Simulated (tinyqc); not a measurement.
## Nanowire ballistic transistor, top-of-the-barrier model: effect of the effective mass

At the top of the source barrier, states moving towards the drain are filled by the source (Fermi level 0) and states moving back by the drain (Fermi level -q Vd); nothing scatters. U is the shift of the band edge there, set by the capacitances CG, CD and CS (the total) and by the charge. Parabolic one-dimensional subband; the source is grounded.

N0 = gv sqrt(2 m kB T/pi)/hbar, CG = 2 pi eps0 eox/ln(1 + 2 tox/d), CS = CG/aG, n0 = n at U = 0 and Vd = 0. eta1 = -(E0 + U)/Vt, eta2 = eta1 - Vd/Vt, n = (N0/2)[F_(-1/2)(eta1) + F_(-1/2)(eta2)], F_(-1/2)(x) = (1/sqrt(pi)) int_0^infinity u^(-1/2)/(1 + exp(u - x)) du. U = UL + q (n - n0)/CS with UL = -(aG Vg + aD Vd), energies in eV. I = gv (2 q^2/h) Vt [ln(1 + exp eta1) - ln(1 + exp eta2)]. CQ = (q/Vt) dn/d(eta1). E0 is held fixed.

Parameters, values chosen for the exercise; mass and valleys close to those of germanium: temperature T = 400 K; valley degeneracy gv = 4; relative permittivity of the gate insulator eox = 9; insulator thickness tox = 2.1 nm; wire diameter d = 2 nm; gate control CG/CS aG = 0.75; drain control CD/CS aD = 0.102; band edge at the barrier top above the source Fermi level at zero bias E0 = 0.25 eV; gate voltage Vg = 0.8 V; drain voltage Vd = 0.8 V.

Constants: q = 1.602176634e-19 C, kB = 1.380649e-23 J/K, hbar = 1.054571817e-34 J s, h = 6.62607015e-34 J s, m0 = 9.1093837015e-31 kg, Vt = kB T/q, eps0 = 8.8541878128e-14 F/cm where lengths are in cm. Results are converted to the units shown.

Results:

| m (m0) | eta1 | n (cm^-1) | I (uA) | mean velocity I/(q n) (cm/s) | CQ/CS |
|---|---|---|---|---|---|
| 0.02 | 8.5920 | 4.9901e6 | 91.789 | 1.1481e8 | 0.23477 |
| 0.032 | 7.7944 | 6.0033e6 | 83.271 | 8.6575e7 | 0.31339 |
| 0.05 | 6.9529 | 7.0722e6 | 74.287 | 6.5562e7 | 0.41791 |
| 0.08 | 6.0020 | 8.2802e6 | 64.145 | 4.8352e7 | 0.57602 |
| 0.13 | 4.9929 | 9.5624e6 | 53.410 | 3.4862e7 | 0.82029 |
| 0.2 | 4.1216 | 1.0670e7 | 44.203 | 2.5857e7 | 1.1422 |
| 0.5 | 2.5204 | 1.2706e7 | 27.752 | 1.3632e7 | 2.3203 |
| 0.8 | 1.8708 | 1.3534e7 | 21.515 | 9.9225e6 | 3.2121 |

Estimate the missing row, m = 0.32 m0.

Computed row:

| m (m0) | eta1 | n (cm^-1) | I (uA) | mean velocity I/(q n) (cm/s) | CQ/CS |
|---|---|---|---|---|---|
| 0.32 | 3.2470 | 1.1782e7 | 35.095 | 1.8592e7 | 1.6522 |

With this row back in the table: As m goes from 0.02 to 0.8 m0, n rises from 4.99e6 to 1.35e7 cm^-1, the mean velocity falls from 1.15e8 to 9.92e6 cm/s and the current falls from 91.8 to 21.5 uA. CQ/CS goes from 0.23 to 3.2. The loss of velocity outweighs the gain of charge over the whole range.

Numbers from tinyqc (`OMP_NUM_THREADS=1 python tinyqc.py 2400045 2400046 out.jsonl`; about 0.04 s on one thread of a shared Intel Xeon 2.30GHz).
